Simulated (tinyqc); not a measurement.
Comparisons within one model: buckled dimers of a reconstructed (001) surface, two dangling bonds a dimer. A value that a table varies takes the place of the one given here.

In a dimer one atom moves up by z and the other down by z; the dangling bond of the up atom (more s-like) falls by gm z and that of the down atom rises by gm z. With all dimers tilted alike: H(k) = [[-gm z - 2 ta cos k, -tp - 2 tx cos k], [., gm z - 2 ta cos k]], k along the row in 1/a. Two electrons a dimer fill the lowest N of the 2N levels on the mesh k_j = (j + 1/2) pi/N. Total energy a dimer: W(z) = (2/N) sum of the filled levels + kf z^2. Repulsion between electrons is left out.

Values chosen for the exercise (of the size met on Ge(001); the results hold for these values, not for the real material):

| symbol | value | unit | meaning |
|---|---|---|---|
| tp | 0.22 | eV | pi coupling inside a dimer |
| ta | 0.05 | eV | coupling between like atoms along the row |
| tx | 0.01 | eV | diagonal coupling along the row |
| gm | 2.06 | eV/angstrom | shift of a dangling bond with height |
| kf | 10 | eV/angstrom^2 | force constant of buckling |
| N | 12 |  | k points |

## Energy against buckling

W relative to z = 0; gap as lowest upper less highest lower level on 201 points from 0 to pi.

Per dimer (eV):

| z (angstrom) | band energy | elastic | W | gap |
|---|---|---|---|---|
| 0.00 | 0.0000 | 0.0000 | 0.0000 | 0.2400 |
| 0.05 | -0.0460 | 0.0250 | -0.0210 | 0.2861 |
| 0.10 | -0.1631 | 0.1000 | -0.0631 | 0.4034 |
| 0.15 | -0.3190 | 0.2250 | -0.0940 | 0.5593 |
| 0.20 | -0.4945 | 0.4000 | -0.0945 | 0.7348 |
| 0.30 | -0.8723 | 0.9000 | 0.0277 | 1.1125 |
| 0.40 | -1.2659 | 1.6000 | 0.3341 | 1.5062 |
| 0.50 | -1.6666 | 2.5000 | 0.8334 | 1.9068 |
| 0.60 | -2.0710 | 3.6000 | 1.5290 | 2.3112 |

What does this show, and why?

W is lowest at z = 0.2 among these rows (-0.0945 eV). The band energy falls as z^2 at first and linearly, as -2 gm z, once gm z is far above tp, so the elastic term always wins at large z. The gap is open at all z.

## Strong pi bonds keep dimers flat

tp is varied; z minimises W on 0 to 1 angstrom; gap on 201 points; charge moved: the mean of gm z/sqrt((gm z)^2 + h^2) over the mesh, h the off-diagonal element.

Against tp:

| tp (eV) | z (angstrom) | gain (eV) | gap (eV) | charge moved (e) |
|---|---|---|---|---|
| 0.10 | 0.2001 | 0.2484 | 0.6492 | 0.971 |
| 0.20 | 0.1816 | 0.1190 | 0.6493 | 0.882 |
| 0.30 | 0.1458 | 0.0367 | 0.6494 | 0.708 |
| 0.45 | 0.0000 | 0.0000 | 0.7000 | 0.000 |
| 0.60 | 0.0000 | 0.0000 | 1.0000 | 0.000 |
| 0.80 | 0.0000 | 0.0000 | 1.4000 | 0.000 |
| 1.00 | 0.0000 | 0.0000 | 1.8000 | 0.000 |
| 1.30 | 0.0000 | 0.0000 | 2.4000 | 0.000 |
| 1.60 | 0.0000 | 0.0000 | 3.0000 | 0.000 |

What does this show?

Dimers buckle for tp up to 0.3 eV among these rows; for an isolated dimer the limit is gm^2/kf = 0.424 eV. While buckled, the splitting, on average over k, stays near 2 gm^2/kf = 0.849 eV whatever tp is, and beyond the limit it follows 2 tp; the gap is smaller by the width of the bands, about 4 ta = 0.20 eV.

## Tilting alike or in alternation

Alternation doubles the cell: sites L1, R1, L2, R2 with levels -gm z, +gm z, +gm z, -gm z, -tp inside a dimer, -2 ta cos k between L1-L2 and R1-R2, -2 tx cos k between L1-R2 and R1-L2, on k_j = (j + 1/2) pi/(2N); the lowest half of the levels is filled. Energies a dimer; gaps on these meshes.

Two patterns:

| z (angstrom) | W alike (eV) | W alternating (eV) | difference (meV) | gap alike (eV) | gap alternating (eV) |
|---|---|---|---|---|---|
| 0.05 | -0.4610 | -0.4649 | -3.9 | 0.2878 | 0.3166 |
| 0.10 | -0.5031 | -0.5108 | -7.7 | 0.4051 | 0.4770 |
| 0.15 | -0.5340 | -0.5425 | -8.5 | 0.5610 | 0.6631 |
| 0.20 | -0.5345 | -0.5425 | -8.0 | 0.7365 | 0.8584 |
| 0.30 | -0.4123 | -0.4187 | -6.5 | 1.1142 | 1.2591 |
| 0.40 | -0.1059 | -0.1112 | -5.2 | 1.5079 | 1.6641 |
| 0.50 | 0.3934 | 0.3890 | -4.4 | 1.9085 | 2.0702 |

What does this show?

The lowest W listed is -0.5345 eV for like tilts and -0.5425 eV for alternation; the difference at equal z runs from -8.5 to -3.9 meV. With alternation ta joins filled up atoms to empty down atoms and gains energy in second order, about 2 ta^2/(gm z) a dimer at large z, while tx does so for like tilts; here ta = 0.05 and tx = 0.01 eV. At z = 0.3 the gap is 1.114 eV alike and 1.259 eV alternating.

## What each parameter does

z minimises W on 0 to 1 angstrom; gain over flat dimers; gap on 201 points from 0 to pi. Each row changes one parameter from the base and keeps the others.

Results:

| case | z (angstrom) | gain (eV) | gap (eV) |
|---|---|---|---|
| base | 0.1761 | 0.0988 | 0.6493 |
| tp = 0.187 eV | 0.1849 | 0.1331 | 0.6493 |
| ta = 0.08 eV | 0.1761 | 0.0988 | 0.5293 |
| tx = 0.04 eV | 0.1757 | 0.1039 | 0.6582 |
| gm = 2.225 eV/angstrom | 0.1993 | 0.1532 | 0.7906 |
| kf = 9 eV/angstrom^2 | 0.2024 | 0.1345 | 0.7435 |

How do the results move?

The largest shifts from the base row, up to three for each result and ties (the steps differ in size, so this ranks the rows, not the parameters). z (angstrom): kf +0.0263, gm +0.0232, tp +0.0087; unchanged at the printed digits by ta. gain (eV): gm +0.0544, kf +0.0357, tp +0.0344; unchanged at the printed digits by ta. gap (eV): gm +0.1413, ta -0.1200, kf +0.0942; unchanged at the printed digits by tp.

(tinyqc, `OMP_NUM_THREADS=1 python tinyqc.py 1482229 1482230 out.jsonl`, Intel(R) Xeon(R) Processor @ 2.30GHz, 1 thread, shared host, about 0.04 s.)
